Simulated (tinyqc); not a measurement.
All approximations against the coupling: Froehlich polaron in a polar crystal. Computed by tinyqc, a small Python program. Command: `OMP_NUM_THREADS=1 python tinyqc.py 3016926 3016927 out.jsonl frohlich walk`. One thread of a shared host (Intel(R) Xeon(R) Processor @ 2.30GHz), about 0.06 s of CPU time with the checks.

One electron in a parabolic band of mass m*, coupled to dispersionless LO phonons in the continuum model. Energies are in units of hbar omega unless marked, wave numbers in k_0 = sqrt(2 m* omega/hbar).

Inputs (values chosen for the exercise, modelled on sodium chloride): band mass m* = 0.539 m_0; LO phonon energy hbar omega = 34.2 meV; eps_inf = 2.37; static dielectric constant eps_s = 6.03; electron wave number k/k_0 = 0.34.

Constants: hbar^2/(2 m_0) = 3.80998212 eV angstrom^2; e^2/(4 pi eps_0) = 14.39964548 eV angstrom.

Method:
- 1/eps* = 1/eps_inf - 1/eps_s; k_0 = sqrt(2 m* omega/hbar) = sqrt(m* hbar omega / (hbar^2/(2 m_0))) with m* in m_0; alpha = (e^2/(4 pi eps_0)) k_0/(2 eps* hbar omega); polaron length 1/k_0.
- Feynman's bound: E(v, w) = 3 (v - w)^2/(4 v) - (alpha v/sqrt(pi)) int_0^infinity e^-u D(u)^(-1/2) du, D = w^2 u + ((v^2 - w^2)/v)(1 - e^(-v u)); integrals by 80 Gauss-Legendre points in s from 0 to 1 with u = 40 s^2.
- Minimise over v > w > 0 (simplex search); mass m_p/m* = 1 + (alpha v^3/(3 sqrt(pi))) int u^2 e^-u D^(-3/2) du.
- Other columns: second order -alpha; Landau-Pekar Gaussian -alpha^2/(3 pi); Lee-Low-Pines mass 1 + alpha/6. The polaron energy in meV uses the given hbar omega.

coupling constant alpha = 3.75022

Energies (hbar omega) and masses (m*):
```
alpha  second order   Gaussian   Feynman  Feynman (meV)  mass, LLP  mass, Feynman     v     w
0.94          -0.94  -0.093753  -0.95147        -32.540     1.1567          1.182   3.1  2.88
1.9            -1.9   -0.38303   -1.9496        -66.678     1.3167          1.439  3.23  2.74
3.3            -3.3    -1.1555   -3.4650        -118.50       1.55          2.058  3.49  2.51
3.8            -3.8    -1.5321   -4.0276        -137.74     1.6333          2.408  3.61  2.41
6                -6    -3.8197   -6.7109        -229.51          2          6.838  4.67  1.87
6.3            -6.3    -4.2112   -7.1152        -243.34       2.05          8.413  4.94  1.79
9.3            -9.3    -9.1769   -12.065        -412.61       2.55          75.41  10.6  1.26
12              -12    -15.279   -18.143        -620.50          3          281.6  18.6  1.13
```

What does the comparison show, and why?

All three energies are upper bounds (-alpha through the Lee-Low-Pines state), and the Feynman value is the lowest in every row. It lies within 5 % of -alpha up to alpha = 3.3; at alpha = 12 it is 1.19 times the Gaussian value, whose alpha^2 law it approaches with a constant shift of about -3 ln 2 - 3/4 = -2.83 (here -2.86). The mass stays within 10 % of 1 + alpha/6 up to alpha = 1.9 and reaches 282 m* in the last row; w falls from 2.88 towards 1 while v grows to 18.6.

Extremes, crossings and ranges named in words are read from the listed rows.
